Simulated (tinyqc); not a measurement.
Bond angle at oxygen: bond unit of a tetrahedral oxide and its oxygen vacancy in tight binding.

Two sp3 hybrids h1, h2 at eh = (es + 3 ep)/4 point at one oxygen with orbitals s, px, py, pz; x joins the two cations, z bisects the angle phi, and th = (180 - phi)/2. With u = hbar^2/(m d^2) = 2c/d^2, c = hbar^2/2m0: Vhs = -(1.32 + sqrt3 x 1.42) u/2 and Vhp = (1.42 + sqrt3 x 2.22) u/2. <h|s> = Vhs for both; <h1|px> = Vhp cos(th), <h2|px> = -Vhp cos(th); <h|pz> = Vhp sin(th) for both; py is a lone pair. The unit holds 8 electrons. Coupling between units, which widens the levels into bands, is left out.

Constants: hbar^2/2m0 = 3.80998211 eV angstrom^2.

Inputs chosen for the exercise (near tabulated values for SiO2; not measured data):
```
symbol  value   unit      meaning
es      -14.96  eV        s level of the cation
ep      -7.69   eV        p level of the cation
eos     -34.65  eV        s level of oxygen
eop     -17.02  eV        p level of oxygen
d       1.6     angstrom  cation-oxygen distance
```

phi is varied at fixed d. Levels above eop; cation-cation distance 2 d cos(th); band energy is twice the sum of the four filled levels, relative to phi = 180; excess on O is the number of electrons on oxygen less 6.

Against phi:
```
phi (deg)  distance (angstrom)  level 2  level 3  level 5  level 6  excess on O  band energy (eV)
110                      2.621   -6.068   -2.777   12.761   13.580        0.901            -2.132
120                      2.771   -6.550   -2.219   12.161   14.062        0.928            -1.896
130                      2.900   -6.967   -1.669   11.574   14.479        0.966            -1.556
140                      3.007   -7.314   -1.149   11.024   14.826        1.013            -1.150
160                      3.151   -7.785   -0.322   10.155   15.298        1.115            -0.355
170                      3.188   -7.905   -0.083    9.905   15.417        1.152            -0.094
180                      3.200   -7.945    0.000    9.818   15.457        1.166             0.000
```

Give the missing row, phi (deg) = 150.

Computed row:
```
phi (deg)  distance (angstrom)  level 2  level 3  level 5  level 6  excess on O  band energy (eV)
150                      3.091   -7.588   -0.689   10.539   15.100        1.065            -0.729
```

Bending moves coupling from px to pz: level 2 rises from -7.94 to -6.07 eV and level 3 falls from 0.00 to -2.78 eV between 180 and 110 degrees. The lowest empty level is lowest at 180 degrees (9.82 eV) and highest at 110 (12.76 eV), so a spread of angles in a glass smears the conduction edge. The band energy is lowest at 110 degrees of those listed (-2.13 eV); the repulsion of the cations, not included, opposes bending.

(tinyqc, `OMP_NUM_THREADS=1 python tinyqc.py 1482299 1482300 out.jsonl`, Intel(R) Xeon(R) Processor @ 2.30GHz, 1 thread, shared host, about 0.01 s.)
